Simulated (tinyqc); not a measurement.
Inside a calculation. Method: plane-wave Kohn-Sham cycle with exchange-only LDA in a layered model solid. Computed by tinyqc, a small Python program that keeps every step. Settings: points = 16, plane-wave index or count = 3, electrons = 4, k points = 3, area = 25.0, mixing = 1.0, iteration cap = 80. Command: `OMP_NUM_THREADS=1 python tinyqc.py 22591 22592 out.jsonl` (the two numbers bound the seeds that draw the settings). One thread of a shared host (Intel(R) Xeon(R) Processor @ 2.60GHz), about 0.03 s of CPU time with the checks. Later iterations appear only in the table of the cycle.

## Iteration 1: potential

A solid whose potential varies along x alone (atomic units):
```
parameter                      value
period a                   12.500000
cross-section of the cell  25.000000
electrons per cell                 4
grid points                       16
plane waves -n..n, n               3
k points                           3
V1 in V1 cos(2 pi x/a)     -0.620000
V2 in V2 cos(4 pi x/a)      0.160000
```

density at the start, on the grid x_j = j a/N (e/bohr^3): 0.012800  0.012800  0.012800  0.012800  0.012800  0.012800  0.012800  0.012800  0.012800  0.012800  0.012800  0.012800  0.012800  0.012800  0.012800  0.012800

V_H(G) = 4 pi rho(G)/G^2 for G != 0 (uniform background); v_x = -(3 rho/pi)^(1/3); V = V_ext + V_H + v_x; Fourier components f(G_m) = (1/N) sum_j f(x_j) exp(-i G_m x_j).

Potentials on the grid (hartree):
```
x          V_ext     V_H      v_x        V
0.0000   -0.4600  0.0000  -0.2304  -0.6904
0.7812   -0.4597  0.0000  -0.2304  -0.6900
1.5625   -0.4384  0.0000  -0.2304  -0.6688
2.3438   -0.3504  0.0000  -0.2304  -0.5808
3.1250   -0.1600  0.0000  -0.2304  -0.3904
3.9062    0.1241  0.0000  -0.2304  -0.1062
4.6875    0.4384  0.0000  -0.2304   0.2081
5.4688    0.6859  0.0000  -0.2304   0.4556
6.2500    0.7800  0.0000  -0.2304   0.5496
7.0312    0.6859  0.0000  -0.2304   0.4556
7.8125    0.4384  0.0000  -0.2304   0.2081
8.5938    0.1241  0.0000  -0.2304  -0.1062
9.3750   -0.1600  0.0000  -0.2304  -0.3904
10.1562  -0.3504  0.0000  -0.2304  -0.5808
10.9375  -0.4384  0.0000  -0.2304  -0.6688
11.7188  -0.4597  0.0000  -0.2304  -0.6900
```

V(G_m), m = 0, 1, 2, ... (hartree): -0.2304  -0.3100  0.0800  0.0000  0.0000  0.0000  0.0000

## Iteration 1: Hamiltonian at one k

k = 0.0000 2 pi / a

H(m,m') = (k + G_m)^2/2 delta + V(G_m - G_m'), with V(-G) = V(G).

H (hartree):
```
         -3       -2       -1       +0       +1       +2       +3
-3   0.9066  -0.3100   0.0800   0.0000   0.0000   0.0000   0.0000
-2  -0.3100   0.2750  -0.3100   0.0800   0.0000   0.0000   0.0000
-1   0.0800  -0.3100  -0.1040  -0.3100   0.0800   0.0000   0.0000
+0   0.0000   0.0800  -0.3100  -0.2304  -0.3100   0.0800   0.0000
+1   0.0000   0.0000   0.0800  -0.3100  -0.1040  -0.3100   0.0800
+2   0.0000   0.0000   0.0000   0.0800  -0.3100   0.2750  -0.3100
+3   0.0000   0.0000   0.0000   0.0000   0.0800  -0.3100   0.9066
```

## Iteration 1: levels at that k

Diagonalise the Hermitian matrix.

eigenvalues (hartree): -0.5918  -0.3443  -0.0458  0.2775  0.4809  1.0645  1.0839

## Iteration 1: new density

Motion across x is left out: the lowest 2 band(s) hold two electrons at each of the k points (j + 1/2)/nk - 1/2. Residual R = rho(out) - rho(in); rho(new) = rho(in) + 1 R. rho(out) = 2/(a A nk) sum |psi|^2 with psi = sum c exp(i G x). Harris energy E = band energy - dV sum rho (V_H/2 + v_x) + (3/4) dV sum rho v_x with rho(in), dV = a A/N, band energy = (2/nk) sum of the filled levels.

rho(out) (e/bohr^3): 0.021808  0.025770  0.029097  0.022265  0.010638  0.003090  0.000550  0.000074  0.000023  0.000074  0.000550  0.003090  0.010638  0.022265  0.029097  0.025770

density after iteration 1 (e/bohr^3): 0.021808  0.025770  0.029097  0.022265  0.010638  0.003090  0.000550  0.000074  0.000023  0.000074  0.000550  0.003090  0.010638  0.022265  0.029097  0.025770

energy per cell = -1.642619 hartree

## Iteration 2: potential

As before.

Potentials on the grid (hartree):
```
x          V_ext      V_H      v_x        V
0.0000   -0.4600   0.7441  -0.2751   0.0089
0.7812   -0.4597   0.7066  -0.2909  -0.0439
1.5625   -0.4384   0.5701  -0.3029  -0.1712
2.3438   -0.3504   0.3156  -0.2770  -0.3118
3.1250   -0.1600  -0.0082  -0.2166  -0.3848
3.9062    0.1241  -0.3184  -0.1434  -0.3377
4.6875    0.4384  -0.5575  -0.0807  -0.1997
5.4688    0.6859  -0.7038  -0.0413  -0.0592
6.2500    0.7800  -0.7528  -0.0281  -0.0009
7.0312    0.6859  -0.7038  -0.0413  -0.0592
7.8125    0.4384  -0.5575  -0.0807  -0.1997
8.5938    0.1241  -0.3184  -0.1434  -0.3377
9.3750   -0.1600  -0.0082  -0.2166  -0.3848
10.1562  -0.3504   0.3156  -0.2770  -0.3118
10.9375  -0.4384   0.5701  -0.3029  -0.1712
11.7188  -0.4597   0.7066  -0.2909  -0.0439
```

V(G_m), m = 0, 1, 2, ... (hartree): -0.1881  0.0061  0.0969  -0.0042  -0.0012  0.0004  0.0003

## Iteration 2: Hamiltonian at one k

k = 0.0000 2 pi / a

As before.

H (hartree):
```
         -3       -2       -1       +0       +1       +2       +3
-3   0.9489   0.0061   0.0969  -0.0042  -0.0012   0.0004   0.0003
-2   0.0061   0.3173   0.0061   0.0969  -0.0042  -0.0012   0.0004
-1   0.0969   0.0061  -0.0617   0.0061   0.0969  -0.0042  -0.0012
+0  -0.0042   0.0969   0.0061  -0.1881   0.0061   0.0969  -0.0042
+1  -0.0012  -0.0042   0.0969   0.0061  -0.0617   0.0061   0.0969
+2   0.0004  -0.0012  -0.0042   0.0969   0.0061   0.3173   0.0061
+3   0.0003   0.0004  -0.0012  -0.0042   0.0969   0.0061   0.9489
```

## Iteration 2: levels at that k

As before.

eigenvalues (hartree): -0.2232  -0.1674  0.0255  0.3186  0.3509  0.9573  0.9592

## Iteration 2: new density

As before.

rho(out) (e/bohr^3): 0.002778  0.004567  0.010655  0.019825  0.025229  0.021344  0.012265  0.005463  0.003321  0.005463  0.012265  0.021344  0.025229  0.019825  0.010655  0.004567

density after iteration 2 (e/bohr^3): 0.002778  0.004567  0.010655  0.019825  0.025229  0.021344  0.012265  0.005463  0.003321  0.005463  0.012265  0.021344  0.025229  0.019825  0.010655  0.004567

energy per cell = -1.463386 hartree

## Convergence

Stop when sqrt(dV sum R^2) is below 1e-8, dV = a A/N.

Course of the cycle:
```
iteration  E (hartree)  norm of the residual
1            -1.642619              2.03e-01
2            -1.463386              2.57e-01
3            -1.785467              2.79e-01
4            -1.602249              2.97e-01
5            -1.977293              3.06e-01
6            -1.659410              3.12e-01
7            -2.044657              3.15e-01
8            -1.675934              3.16e-01
9            -2.063103              3.17e-01
10           -1.680181              3.17e-01
11           -2.067774              3.18e-01
...                ...                   ...
70           -1.681585              3.18e-01
71           -2.069311              3.18e-01
72           -1.681585              3.18e-01
73           -2.069311              3.18e-01
74           -1.681585              3.18e-01
75           -2.069311              3.18e-01
76           -1.681585              3.18e-01
77           -2.069311              3.18e-01
78           -1.681585              3.18e-01
79           -2.069311              3.18e-01
80           -1.681585              3.18e-01
```

Not converged within 80 iterations: the residual has stopped falling: the iteration swings between two states. Reruns (cap 100 unless said): mixing 0.1: not converged; mixing 0.5, Kerker q0 1.0: converged in 87 (E = -1.11452); mixing 0.3, Pulay depth 5: converged in 13 (E = -1.11452); the original settings with a cap of 400: not converged.
